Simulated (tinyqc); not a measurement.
The same stress in different states: Raman shift of the zone-centre optical phonon of a diamond-structure crystal under stress. Computed by tinyqc, a small Python program. Command: `OMP_NUM_THREADS=1 python tinyqc.py 3006169 3006170 out.jsonl ramanstress walk`. One thread of a shared host (Intel(R) Xeon(R) Processor @ 2.30GHz), about 0.01 s of CPU time with the checks.

Axes x, y, z are the cube axes. Strain shifts the threefold optical mode and can split it; p, q and r are the phonon deformation potentials.

Inputs (values chosen for the exercise, for a model crystal): unstrained frequency omega_0 = 343 1/cm; p/omega_0^2 = -2.09; q/omega_0^2 = -1.91; r/omega_0^2 = -1.44; C11 = 241 GPa; C12 = 75.6 GPa; C44 = 125 GPa; stress sigma (tension positive) = 0.34 GPa.

Stress state: hydrostatic. Axis: none.

Method:
- S11 = (C11 + C12)/D, S12 = -C12/D, D = (C11 - C12)(C11 + 2 C12), S44 = 1/C44.
- eps_xx = S11 sigma_xx + S12 (sigma_yy + sigma_zz), and cyclic; eps_xy = S44 sigma_xy/2 (tensor strain).
- Secular matrix: M_xx = p eps_xx + q (eps_yy + eps_zz), M_xy = 2 r eps_xy; its eigenvalues are omega^2 - omega_0^2, and the shifts are these over 2 omega_0.
- Uniaxial: sigma n n^T; biaxial: sigma (1 - n n^T); hydrostatic: sigma 1. The line seen from (001) is taken as unresolved, at the intensity-weighted shift M_zz/(2 omega_0).

S44 = 8 1/TPa

S11 = 4.88054 1/TPa

S12 = -1.16541 1/TPa

Shifts (1/cm):
```
state                    lowest    middle   highest  line seen from (001)
uniaxial [100]         -0.33519  -0.27174  -0.27174              -0.27174
uniaxial [110]         -0.63933  -0.27174   0.03240              -0.27174
uniaxial [001]         -0.33519  -0.27174  -0.27174              -0.33519
uniaxial [111]         -0.74071  -0.06898  -0.06898              -0.29289
biaxial, normal [001]  -0.60693  -0.60693  -0.54347              -0.54347
biaxial, normal [111]  -0.80969  -0.80969  -0.13796              -0.58578
hydrostatic            -0.87866  -0.87866  -0.87866              -0.87866
```

What follows from these numbers?

Seen from (001), uniaxial stress along [100] and along [110] give the same shift (-0.272), and equal biaxial stress in the plane gives twice as much (-0.543), since only sigma_xx + sigma_yy and sigma_zz enter M_zz. Stress along [001] gives -0.335. One measured shift therefore fixes the stress only once its state is assumed: read as uniaxial in the plane, a shift implies twice the stress that it does read as biaxial.

Extremes, crossings and ranges named in words are read from the listed rows.
